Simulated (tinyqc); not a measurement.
Fitting sp3s* parameters to three gaps by Newton steps, step by step. Values are carried at full precision from step to step, so a last printed digit may differ when a step is redone from the rounded ones.

sp3s* tight binding, nearest neighbours only: anion (a) at 0, cation (c) at a/4 (1,1,1), orbitals s, px, py, pz, s* on each; k in units of 2 pi/a. With phases e_j = exp(i (pi/2) k.n_j) for n = (1,1,1), (1,-1,-1), (-1,1,-1), (-1,-1,1): g0 = (e1+e2+e3+e4)/4, g1 = (e1+e2-e3-e4)/4, g2 = (e1-e2+e3-e4)/4, g3 = (e1-e2-e3+e4)/4. The diagonal holds the levels Esa, Epa, Exa (s*) and Esc, Epc, Exc. Anion-cation block: <sa|sc> = Vss g0; <sa|xc> = Vsapc g1; <xa|sc> = -Vscpa g1; <xa|xc> = Vxx g0; <xa|yc> = <ya|xc> = Vxy g3, <xa|zc> = <za|xc> = Vxy g2, <ya|zc> = <za|yc> = Vxy g1; <s*a|xc> = Vxapc g1; <xa|s*c> = -Vpaxc g1; y and z take g2 and g3 in place of g1; s-s* and s*-s* vanish.

Gaps are level 5 at Gamma, X = (1,0,0) and L = (1/2,1/2,1/2) less level 4 at Gamma; no spin-orbit coupling. Free parameters: Vss, Exa and Exc. H is linear in them, so by Hellmann-Feynman J_ij = <u|dH/dp_j|u> for level 5 at point i less the same for level 4 at Gamma. Newton: p(new) = p + J^-1 (target - gaps); stop when all misses are below 1e-7 eV.

Inputs chosen for the exercise (out of a larger set: near a published set for GaAs, fitted to gaps, whose masses and valley positions are rough; not measured data): p = (-8.401, 1.045, -2.661, 3.691, 8.634, 6.739, -6.473, 1.963, 5.063, 4.469, 5.755, 4.86, 4.827) eV (start, order Esa, Epa, Esc, Epc, Exa, Exc, Vss, Vxx, Vxy, Vsapc, Vscpa, Vxapc, Vpaxc); tg = (1.6075, 2.0695, 1.6993) eV (target gaps at Gamma, X, L).

## Gaps of the starting set

Compute the gaps and the misses.

gaps (eV): Gamma 1.5489, X 2.0287, L 1.6792

target less gap (eV): Gamma 0.0586, X 0.0408, L 0.0201

## The Jacobian

Form J and its singular values.

J:
```
           Vss     Exa     Exc
Gamma  -0.9142  0.0000  0.0000
X       0.0000  0.3139  0.0000
L      -0.2420  0.0807  0.0621
```

singular values: 0.9461  0.3237  0.0582

The gap at Gamma answers to Vss. The condition number is 16.3.

## The first Newton step

Solve J dp = target less gap; the columns of J are Vss, Exa and Exc.

dp (eV): Vss -0.064, Exa 0.130, Exc -0.094

## The iteration

Repeat with J formed anew.

Newton steps (eV):

| i | Vss | Exa | Exc | Gamma | X | L | largest miss |
|---|---|---|---|---|---|---|---|
| 0 | -6.4730 | 8.6340 | 6.7390 | 1.5489 | 2.0287 | 1.6792 | 0.059 |
| 1 | -6.5371 | 8.7640 | 6.6446 | 1.6075 | 2.0691 | 1.6988 | 0.00045 |
| 2 | -6.5370 | 8.7651 | 6.6503 | 1.6075 | 2.0695 | 1.6993 | 4.0e-07 |
| 3 | -6.5370 | 8.7651 | 6.6503 | 1.6075 | 2.0695 | 1.6993 | 4.9e-13 |

Converged in 3 steps; the miss goes 0.059, 0.00045, 4.0e-07, 4.9e-13, about squaring each time once it is small. The largest change is 0.131 eV in Exa, for a first miss of 0.059 eV.

## Checks

- J by Hellmann-Feynman against central differences: largest difference 1.6e-10.

tinyqc: `OMP_NUM_THREADS=1 python tinyqc.py 1452224 1452225 out.jsonl`; about 0.1 s, one thread, shared Intel(R) Xeon(R) Processor @ 2.30GHz.
